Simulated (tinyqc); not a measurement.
Scattering rates of a carrier in a spherical band by Fermi's golden rule: one step, computed by the program tinyqc.

All processes here are isotropic or elastic, and the rate listed is the momentum relaxation rate.

Question. Ionised impurities. Kane band: hbar^2 k^2/(2 m) = E (1 + alpha E), speed v = hbar k/(m (1 + 2 alpha E)), states per spin, volume and energy g(E) = m k (1 + 2 alpha E)/(2 pi^2 hbar^2); overlap factors are set to 1. Masses are multiplied by m_0 and all formulas are in SI units. Singly charged impurities, momentum relaxation: 1/tau = N_I e^4 m (1 + 2 alpha E) Phi/(8 pi (eps_s eps_0)^2 hbar^3 k^3), with alpha = 0 for a parabolic band. Conwell-Weisskopf: Phi = ln(1 + y^2), y = 4 pi eps_s eps_0 E N_I^(-1/3)/e^2 (largest impact parameter N_I^(-1/3)/2).

Inputs (values chosen for the exercise, modelled on electrons in germanium):
```
quantity,value,unit
density-of-states mass of one valley m,0.224,m_0
non-parabolicity alpha,0.65,1/eV
static permittivity eps_s,16,-
ionised impurity density N_I,3.4e+15,1/cm^3
carrier energy E,100,meV
```

Crystal: non-polar. Band: Kane. Impurity formula: Conwell-Weisskopf. Further scattering: none.

Constants: eps_0 = 8.8541878128e-12 F/m; e = 1.602176634e-19 C; m_0 = 9.1093837015e-31 kg; hbar = 1.054571817e-34 J s.

Give: y; ionised-impurity rate.

Answer.

y = 73.89

ionised-impurity rate = 1.517e+10 1/s
